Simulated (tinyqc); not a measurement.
Mirror strength against the number of periods: longitudinal sound in a periodic multilayer: transfer matrices, stop bands and folded phonons. Computed by tinyqc, a small Python program. Command: `OMP_NUM_THREADS=1 python tinyqc.py 3027162 3027163 out.jsonl multilayer walk`. One thread of a shared host (Intel(R) Xeon(R) Processor @ 2.30GHz), about 0.01 s of CPU time with the checks.

Layers 1 and 2 repeat with period d = d_1 + d_2; waves travel normal to the layers, without loss. State vector (u, s): displacement u and stress divided by omega. Impedances Z = rho v are in 1e6 kg/(m^2 s).

Inputs (values chosen for the exercise, modelled on gallium nitride (layer 1), aluminium nitride (layer 2) and gallium arsenide (substrate)):
```
quantity,value,unit
density rho_1,6.23,g/cm^3
velocity v_1,8130,m/s
thickness d_1,489,nm
density rho_2,3.27,g/cm^3
velocity v_2,11100,m/s
thickness d_2,671,nm
substrate density,5.26,g/cm^3
substrate velocity,4760,m/s
frequency f,6.05,GHz
```

Method:
- Z = rho v; interface reflection r = (Z_2 - Z_1)/(Z_2 + Z_1) (stress amplitude, from 1 into 2); Bragg frequency f_B = 1/[2 (d_1/v_1 + d_2/v_2)]; long-wave velocity v_eff = d/sqrt[(d_1/v_1)^2 + (d_2/v_2)^2 + (Z_1/Z_2 + Z_2/Z_1)(d_1/v_1)(d_2/v_2)].
- A layer maps (u, s) by [[cos p, sin p/Z], [-Z sin p, cos p]], p = 2 pi f d_i/v_i; one period is M = M_2 M_1, and cos(q d) = trace(M)/2.
- For N periods A = M^N. A wave comes from a thick layer of material 1 and leaves into the substrate (Z_s): transmitted power T = 4 Z_1 Z_s/|Z_1 A_22 + Z_s A_11 - i (Z_1 Z_s A_12 - A_21)|^2, reflected power R = 1 - T.

Bragg frequency f_B = 4.14600 GHz

Z_2 = 36.297

Z_1 = 50.6499

Z of the substrate = 25.0376

trace(M)/2 = -0.159302

Transmitted power:
```
N,T at f_B,T at f_B (dB),T at f
1,0.99963,-0.0015892,0.94577
2,0.90747,-0.42167,0.85572
3,0.67525,-1.7053,0.97149
4,0.43255,-3.6396,0.84568
6,0.13801,-8.6009,0.85806
8,0.038395,-14.157,0.88952
12,0.0027195,-25.655,0.96376
16,1.8940e-04,-37.226,0.95583
24,9.1647e-07,-60.379,0.84628
```

What does the comparison show, and why?

At f_B each further period removes 2.89 dB at large N, which is 20 log10 of the impedance ratio, 2.89 dB, as for a quarter-wave stack; 99 % reflection needs N = 12 among these rows. At f, in a pass band, T does not decay with N. Values below about 1e-6 belong to the ideal stack: roughness and scattering into other modes, left out here, set a floor in a real one.
